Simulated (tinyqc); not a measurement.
# Resistance of a tapered via with liner, size effect and interface, step by step

Program tinyqc, `OMP_NUM_THREADS=1 python tinyqc.py 2750139 2750140 out.jsonl`; Intel Xeon 2.30GHz, shared host, one thread, about 0.01 s. Printed values are rounded.

A round via whose diameter grows from db at the bottom as D(z) = db + 2 z/tan(ang). The fill, of diameter D - 2 tl, starts above the bottom liner (thickness fb tl) and has rho = rho0 (1 + ks lam/(D - 2 tl)); the sidewall liner conducts in parallel with it. The bottom liner and the interface are crossed over the full area pi db^2/4. Spreading in the lines above and below is left out.

Parameters, values chosen for the exercise; fill metal close to tungsten:
- db = 38 nm (diameter at the bottom)
- hv = 150 nm (height)
- ang = 87 degrees (sidewall angle)
- rho0 = 5.16 uohm cm (bulk resistivity of the fill)
- lam = 15.2 nm (mean free path of the fill)
- ks = 1 (size-effect factor)
- tl = 3.3 nm (liner on the sidewall)
- fb = 0.5 (liner at the bottom over that on the sidewall)
- rl = 390 uohm cm (resistivity of the liner)
- ri = 3.2e-12 ohm cm^2 (interface resistivity at the bottom)
- Sb = 9.1e14 S/m^2 (ballistic conductance per area, about 3/(4 rho0 lam))

## Slices of the via

Slices between z0 = fb tl and hv, evaluated at their midpoints: conductance per length pi/4 [(D - 2 tl)^2/rho + (D^2 - (D - 2 tl)^2)/rl], slice resistance = slice height over that. 8 slices.

```
slice    z (nm)    D (nm)  rho (uohm cm)  slice resistance (ohm)
0      10.92188  39.14478       7.569972                1.672976
1      29.46562  41.08846       7.434152                1.463975
2      48.00937  43.03213       7.312825                1.291272
3      66.55312  44.97580       7.203788                1.147010
4      85.09687  46.91948       7.105263                1.025333
5      103.6406  48.86315       7.015801               0.9218039
6      122.1844  50.80682       6.934206               0.8330192
7      140.7281  52.75050       6.859483               0.7563305
```

## Total resistance

R_fill = sum of the slices; R_bottom = rl fb tl/(pi db^2/4); R_interface = ri/(pi db^2/4); ballistic (Sharvin) limit 1/(Sb pi (db - 2 tl)^2/4); ideal cylinder rho0 hv/(pi db^2/4).

parts (ohm): fill 9.111720, bottom liner 5.674028, interface 0.2821583
R = 15.06791 ohm
shares (%): fill 60.47104, bottom liner 37.65638, interface 1.87258
ballistic limit = 1.419088 ohm
ideal cylinder = 6.824705 ohm

The fill is the largest part, and R is 2.21 times the ideal cylinder. With 2000 slices R = 15.076 ohm.
